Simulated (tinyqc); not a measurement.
# Screening length from the swing

Question. In a simple model of a Schottky-barrier transistor a barrier thinner than d = 2.4 nm is transparent, so the effective barrier is pn - psi (1 - exp(-d/lam)) and the swing beyond flat band is Vt ln 10/(1 - exp(-d/lam)). Find the thermionic swing, lam, and the effective barrier at psi = 0.2 V.

Inputs (values chosen for the exercise): temperature T = 250 K; barrier for electrons at both contacts pn = 0.38 eV.

Constants: q = 1.602176634e-19 C, kB = 1.380649e-23 J/K, Vt = kB T/q. Results are converted to the units shown.

swing in the tunnelling range = 72.831942 mV/decade

Solution. The ratio of the two swings is 1 - exp(-d/lam).

Vt ln 10 = 49.61 mV/decade
lam = 2.100 nm
effective barrier = 0.2438 eV

Computed by the program tinyqc: `OMP_NUM_THREADS=1 python tinyqc.py 2390114 2390115 out.jsonl`, one thread of a shared Intel Xeon 2.30GHz, about 0.2 s for the whole run.
